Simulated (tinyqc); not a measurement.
On-chip interconnect, size-dependent resistivity and RC delay: two steps of the calculation.

A rectangular line between two neighbours and two ground planes. Surface and grain-boundary scattering are added to the bulk resistivity as corrections; capacitances are parallel-plate values without fringing; inductance is ignored.

Parameters, values chosen for the exercise; metal values close to those of copper: line length Lw = 20 um; driver resistance Rd = 3800 ohm; load capacitance Cl = 0.16 fF; time step dt = 2.7 ps.

Problem 1. Ladder and Elmore delays. 4 equal pi sections: series Rs = r Lw/4; node capacitances c Lw/4, halved at nodes 0 and 4, with Cl added to node 4; Rd feeds node 0. Elmore delay of node k: the sum, over the resistors on the path to k, of resistance times all capacitance downstream of it.

r = 1.1116404 ohm/um
c = 0.11725474 fF/um

Find: Rs; C; Elmore delay.

Solution 1.

Rs = 5.558 ohm

```
node  C (fF)  Elmore delay (ps)
0     0.2931              9.519
1     0.5863              9.532
2     0.5863              9.541
3     0.5863              9.546
4     0.4531              9.549
```

The far-end value equals Rd (c Lw + Cl) + r Lw (c Lw/2 + Cl) for any number of pi sections; the line resistance contributes 0.310 % of it.

Problem 2. Node voltages after a time step. A 1 V step is applied behind Rd at t = 0. C dv/dt = -G v + b, with G the conductance matrix of the ladder (1/Rs between neighbours, 1/Rd added at node 0) and b = (1 V/Rd, 0, ...). Trapezoidal step: (C/dt + G/2) v(new) = (C/dt - G/2) v + b.

Rs = 5.5582019 ohm

```
node      C (fF)  v at t = 1 dt (V)
0     0.29313686         0.25154249
1     0.58627372         0.24928863
2     0.58627372         0.24763651
3     0.58627372         0.24658213
4     0.45313686         0.24612295
```

Wanted: v at t = 2 dt.

Solution 2.

v at t = 2 dt, node 0 to 4 (V): 0.4336  0.4341  0.4345  0.4348  0.4349

tinyqc, about 0.01 s, one thread, Intel Xeon 2.30GHz (shared host): `OMP_NUM_THREADS=1 python tinyqc.py 2100025 2100026 out.jsonl`
